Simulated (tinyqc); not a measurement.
Pair-potential crystal by lattice sums: one step, computed by the program tinyqc. Command: `OMP_NUM_THREADS=1 python tinyqc.py 3013052 3013053 out.jsonl pairsum walk`. One thread of a shared host (Intel(R) Xeon(R) Processor @ 2.30GHz), about 0.02 s of CPU time with the checks.

Energy per atom E = (1/2) sum over neighbours of phi(r); d is the nearest-neighbour distance.

Problem. Energy and virial pressure. E = (1/2) sum count x phi; P = -(1/(6 Omega)) sum count x r phi', Omega = 0.769800 d^3.

Inputs (values chosen for the exercise, for model atoms): pair minimum r0 = 2.99 angstrom; trial neighbour distance d/r0 = 0.976.

Potential: Morse. Structure: bcc.

Shells:
```
shell  count  r (angstrom)     phi (eV)  phi' (eV/angstrom)  phi'' (eV/angstrom^2)
1          8      2.918240  -0.06416973         -0.04065877              0.6703320
2          6      3.369693  -0.04866421          0.06170957             -0.0012012
3         12      4.765466  -0.00391077          0.00858752             -0.0161494
4         24      5.588004  -0.00043161          0.00152118             -0.0037859
5          8      5.836480  -0.00015478          0.00076375             -0.0024121
```

Constants: 1 eV/angstrom^3 = 160.2176634 GPa.

Give: energy at the trial distance; pressure at the trial distance.

Solution.

energy at the trial distance = -0.4319 eV/atom

pressure at the trial distance = -1.437 GPa

The pressure is negative, so the lattice wants to contract.
